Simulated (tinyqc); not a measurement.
Composition and strain of an epitaxial Si(1-x)Ge(x) layer from Raman and X-ray peaks: one step, computed by the program tinyqc.

A (001) layer, biaxially strained in the plane. The Raman peaks follow empirical lines omega = w0 + c1 x + c3 x^3 + b eps (c3 for Si-Ge alone), with eps the in-plane strain.

Problem. Lattice constants and strain. Relaxed lattice constant a(x) = a_Si + (a_Ge - a_Si) x - B x (1 - x). In-plane constant a_par = a_sub + R (a(x) - a_sub); eps = a_par/a(x) - 1; eps_perp = -(2 C12/C11) eps with 2 C12/C11 linear in x; a_perp = a(x) (1 + eps_perp).

Inputs (values chosen for the exercise, modelled on silicon-germanium): Ge fraction x = 0.19; degree of relaxation R = 0.11; lattice constant of Si = 5.431 angstrom; lattice constant of Ge = 5.658 angstrom; bowing B = 0.029 angstrom; 2 C12/C11 of Si = 0.772; 2 C12/C11 of Ge = 0.757.

Substrate: germanium.

Give: relaxed constant a(x); substrate constant a_sub; a_par; in-plane strain eps; strain along the normal; a_perp.

Solution.

relaxed constant a(x) = 5.470 angstrom

substrate constant a_sub = 5.658 angstrom

a_par = 5.637 angstrom

in-plane strain eps = 30.64 per mille

strain along the normal = -23.57 per mille

a_perp = 5.341 angstrom

The layer is under tension in the plane and is shortened along the normal. Caution: strains above 2 % survive only in layers a few nanometres thick, and the linear relations lose accuracy.
